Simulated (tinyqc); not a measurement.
# From drift mobility mu back to acoustic deformation potential D_A

Model: mobility of a non-polar semiconductor in the relaxation-time approximation. Computed by tinyqc, a small Python program. Command: `OMP_NUM_THREADS=1 python tinyqc.py 3013021 3013022 out.jsonl rta inv`. One thread of a shared host (Intel(R) Xeon(R) Processor @ 2.30GHz), about 0.04 s of CPU time with the checks.

Each valley is treated as a sphere of mass m_d for states and rates, with one isotropic relaxation time; the conductivity mass m_c sets the current.

Inputs (values chosen for the exercise, modelled on electrons in silicon):
```
quantity                                            value       unit
longitudinal mass m_l                               0.906        m_0
transverse mass m_t                                 0.196        m_0
equivalent valleys Z                                    6          -
non-parabolicity alpha                                0.5       1/eV
static permittivity eps_s                            11.7          -
density rho                                          2329     kg/m^3
sound velocity v_l                                   9000        m/s
phonon energy hbar w                                   59        meV
optical or intervalley deformation potential D_o      5.6  1e8 eV/cm
final valleys Z_f                                       5          -
carrier density n                                 1.7e+19     1/cm^3
compensation ratio C                                    0          -
temperature T                                         250          K
```

Band: Kane. Impurity formula: Conwell-Weisskopf. Further scattering: none.

Constants: k_B = 8.617333262e-05 eV/K; m_0 = 9.1093837015e-31 kg; e = 1.602176634e-19 C; hbar = 1.054571817e-34 J s; eps_0 = 8.8541878128e-12 F/m; k_B = 1.380649e-23 J/K; hbar = 6.582119569e-16 eV s.

Method:
- m_d = (m_l m_t^2)^(1/3); 1/m_c = (1/m_l + 2/m_t)/3; Hall mass factor A = 3 K_m (K_m + 2)/(2 K_m + 1)^2, K_m = m_l/m_t; N_I = n (1 + C)/(1 - C).
- Kane band: hbar^2 k^2/(2 m) = E (1 + alpha E), speed v = hbar k/(m (1 + 2 alpha E)), states per spin, volume and energy g(E) = m k (1 + 2 alpha E)/(2 pi^2 hbar^2); overlap factors are set to 1. Here m = m_d. Masses are multiplied by m_0 and all formulas are in SI units.
- The reduced Fermi level eta = E_F/(k_B T) solves n = 2 Z int g f dE with f = 1/(1 + exp(x - eta)) (Z = 1 unless valleys are given); screening length L_s = sqrt(eps_s eps_0 k_B T/(e^2 dn/deta)), dn/deta = 2 Z int g f (1 - f) dE.
- Integrals over x = E/(k_B T) use 160 Gauss-Legendre points in u = sqrt(x) from 0 to sqrt(max(eta, 0) + 32).
- Phonon occupation N_q = 1/(exp(hbar w/(k_B T)) - 1).
- Acoustic deformation potential (elastic, equipartition, absorption and emission together): 1/tau = 2 pi k_B T D_A^2 g(E)/(hbar rho v_l^2).
- Optical or intervalley deformation potential: 1/tau = (pi Z_f D_o^2/(rho w)) [N_q g(E + hbar w) + (N_q + 1) g(E - hbar w)], with g = 0 below the band edge.
- Each optical term is multiplied by (1 - f(E'))/(1 - f(E)), E' the final energy, for Pauli blocking.
- Singly charged impurities, momentum relaxation: 1/tau = N_I e^4 m (1 + 2 alpha E) Phi/(8 pi (eps_s eps_0)^2 hbar^3 k^3), with alpha = 0 for a parabolic band.
- Conwell-Weisskopf: Phi = ln(1 + y^2), y = 4 pi eps_s eps_0 E N_I^(-1/3)/e^2 (largest impact parameter N_I^(-1/3)/2).
- mu = (m_d/m_c) (2 Z e/(3 n k_B T)) int g v^2 tau f (1 - f) dE.
- Averages over x are split at the emission threshold x_0 = hbar w/(k_B T): 64 Gauss-Legendre points in sqrt(x) below it and 128 in sqrt(x - x_0) above it, up to x = max(eta, 0) + 32.
- Rates are added at each energy before the average. With <y> = int g v^2 y f (1 - f) dE: Hall factor r_H = A (3 n k_B T/(2 Z m_d)) <tau^2/(1 + 2 alpha E)>/<tau>^2 (alpha = 0 for a parabolic band); Hall mobility r_H mu; |S| = (k_B/e) (<x tau>/<tau> - eta); resistivity 1/(n e mu).

Task: A run gave the result below. Find the acoustic deformation potential D_A, known to lie between 6.2 and 15 eV.

drift mobility mu = 133.1364 cm^2/(V s)

Result:

Each step takes the trial c = (a f_b - b f_a)/(f_b - f_a), f being the result less the target and a, b, c the logarithms of the listed values; c replaces end b, the old b replaces a if the sign of f changed, and otherwise f_a is halved.

Scan of the range:
```
acoustic deformation potential D_A (eV)  drift mobility mu (cm^2/(V s))
6.20                                                            136.461
7.18                                                            135.258
8.32                                                            133.677
9.64                                                            131.624
11.20                                                           128.930
12.90                                                           125.716
15.00                                                           121.434
```

False position (Illinois rule, in the logarithm of the input) inside the bracket:
```
step    end a    end b    trial  drift mobility mu (cm^2/(V s))
1     8.32000  9.64000  8.64882                         133.187
2     9.64000  8.64882  8.67903                         133.141
3     9.64000  8.67903  8.68438                         133.133
4     8.67903  8.68438  8.68197                         133.136
5     8.68438  8.68197  8.68197                         133.136
```

Drift mobility mu falls at every point of a 13-point scan of the range (every second point is shown), so one value fits; it is bracketed by 8.32 and 9.64. Answer: acoustic deformation potential D_A = 8.682 eV.

Caution: above a few 1e18 per cm^3 the Born approximation, static screening and an unperturbed band are rough; measured mobilities are usually lower.
